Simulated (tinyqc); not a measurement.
Inside a calculation. Model: hopping conduction between localised states. Computed by tinyqc, a small Python program that keeps every step. Command: `OMP_NUM_THREADS=1 python tinyqc.py 3004619 3004620 out.jsonl hop walk`. One thread of a shared host (Intel(R) Xeon(R) Processor @ 2.30GHz), about 0.01 s of CPU time with the checks. Intermediate numbers are printed to about 5 digits and carried at full precision; extremes and crossings named in words are read from the listed rows.

Energies are counted from the Fermi level. A small network shows the mechanism; the laws of an infinite system follow.

Inputs (values chosen for the exercise, for a model defective oxide):
```
quantity                                    value          unit
localisation length xi                        1.4            nm
density of states g_0                     2.5e+12   1/(eV cm^2)
permittivity eps                               16             -
activation energy E_a to extended states     0.14            eV
prefactor of activated conduction              55  microsiemens
prefactor of hopping                          2.5  microsiemens
conductance scale G_0                           1  microsiemens
temperature T                                  25             K
```

Dimension: 2D.

sites of the small network (nm, nm, meV):
```
      x     y  energy
1     0  2.06    2.04
2  1.77  0.29   17.73
3  3.75  0.52  -22.98
4  5.69  0.18   17.48
5   8.4  2.56   -2.19
6  10.6  3.41  -19.03
7    12  0.83    1.34
```

Constants: k_B = 8.617333262e-05 eV/K; e^2/(4 pi eps_0) = 14.39964548 eV angstrom.

## Pair exponents

Miller-Abrahams exponent s_ij = 2 r_ij/xi + (|E_i| + |E_j| + |E_i - E_j|)/(2 k_B T); G_ij = G_0 exp(-s_ij). The diagonal is set to 0 and not used.

s_ij:
```
        1       2       3       4       5       6       7
1   0.000  11.806  17.405  16.675  13.985  25.045  18.180
2  11.806   0.000  21.744  13.832  19.258  30.442  22.865
3  17.405  21.744   0.000  21.594  17.921  21.288  23.083
4  16.675  13.832  21.594   0.000  14.283  25.343  17.176
5  13.985  19.258  17.921  14.283   0.000  12.203   7.344
6  25.045  30.442  21.288  25.343  12.203   0.000  13.649
7  18.180  22.865  23.083  17.176   7.344  13.649   0.000
```

## Kirchhoff solution

Site 1 is held at potential 1 and site 7 at 0; Kirchhoff's law sum_j G_ij (u_i - u_j) = 0 fixes the others; G = sum_j G_1j (1 - u_j). G_ij = G_0 exp(-s_ij).

potentials: 1.0000  0.9510  0.6199  0.5839  0.0019  0.0016  0.0000

conductance G = 1.2553e-06 microsiemens

-ln(G/G_0) = 13.588

## Critical path

Critical exponent s_c: the smallest value such that bonds with s_ij <= s_c connect site 1 with site 7.

critical exponent s_c = 13.985

One such path is 1-5-7. -ln(G/G_0) = 13.59 against s_c = 13.98: the hardest unavoidable hop sets the conductance.

## The network against temperature

Miller-Abrahams exponent s_ij = 2 r_ij/xi + (|E_i| + |E_j| + |E_i - E_j|)/(2 k_B T); G_ij = G_0 exp(-s_ij). Site 1 is held at potential 1 and site 7 at 0; Kirchhoff's law sum_j G_ij (u_i - u_j) = 0 fixes the others; G = sum_j G_1j (1 - u_j). The last column is the length of the critical bond.

Network:
```
T (K)  -ln(G/G_0)     s_c  critical hop (nm)
7.5        18.417  18.566             8.4149
11.0       16.431  16.484             8.4149
18.0       14.695  14.748             8.4149
25.0       13.588  13.985             8.4149
38.0       11.541  11.159             3.6067
62.0        9.439   8.921             3.9215
120.0       7.629   7.055             3.6067
380.0       6.225   5.753             3.6067
```

-ln(G/G_0) follows s_c within 0.6. The critical hop is 8.41 nm long at the lowest T and 3.61 nm at the highest: on cooling the carrier goes farther to find a site of nearer energy, which is variable-range hopping, though in so small a sample not at every step.

## Variable-range laws

Mott: T_M = 13.8/(k_B g_0 xi^2), exponent (T_M/T)^(1/3), mean hop r = (1/3) xi times the exponent. Efros-Shklovskii: T_ES = 6.5 e^2/(4 pi eps eps_0 k_B xi), exponent (T_ES/T)^(1/2). Coulomb gap width g_0 (e^2/(4 pi eps eps_0))^2. The numerical coefficients come from percolation theory and are given.

T_M = 3.2682e+06 K

T_ES = 4848.9 K

Mott exponent = 50.752

Efros-Shklovskii exponent = 13.927

mean hop by the Mott formula = 23.684 nm

Coulomb gap = 0.20249 meV

The larger exponent, here Mott, is the one that limits; the two are equal at T = 0.0107 K, below which the Coulomb gap rules.

## Total conductivity

sigma = s_1 exp(-E_a/k_B T) + s_2 exp(-larger of the two exponents); reduced activation energy w = d ln(sigma)/d ln(T) by a central difference of +/- 1 %.

activated part = 3.2931e-27 microsiemens

hopping part = 2.2722e-22 microsiemens

conductivity = 2.2722e-22 microsiemens

reduced activation energy w = 16.919

Hopping carries 100 %. For sigma = s exp(-(T_0/T)^p), w = p (T_0/T)^p, so the slope of ln w against ln T gives -p.

Checks made by the program: current leaving the first site against current entering the last (relative difference below 1e-10).
